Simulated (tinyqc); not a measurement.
Sublattice potential against complex hopping: Haldane model. Computed by the program tinyqc. 

Honeycomb lattice:
```
parameter,value
t1 (eV),2.940000
t2 (eV),0.440000
phi (rad),-0.850000
```

H_AA = delta - 2 t2 sum cos(k.b + phi), H_BB = -delta - 2 t2 sum cos(k.b - phi), H_AB = -t1 (1 + exp(-i k.a1) + exp(-i k.a2)), b = a1, a2 - a1, -a2, m = 3 sqrt3 t2 sin(phi); the sign of the Chern number follows the orientation k1 then k2.

Gaps at the two valleys (eV) and Chern number of the lower band (12 x 12 mesh):
```
delta,gap 2|delta - m|,gap 2|delta + m|,Chern number
-3.092,2.749,9.619,0
-2.233,1.031,7.901,0
-1.031,1.373,5.497,1
0.000,3.435,3.435,1
0.687,4.809,2.061,1
1.288,6.011,0.859,1
2.147,7.729,0.859,0
3.435,10.305,3.435,0
```

Here |m| = 1.7177 eV. For |delta| < |m| the two valleys have masses of opposite sign and the Chern number is +/-1; one gap closes at |delta| = |m|, and beyond it the band is trivial.
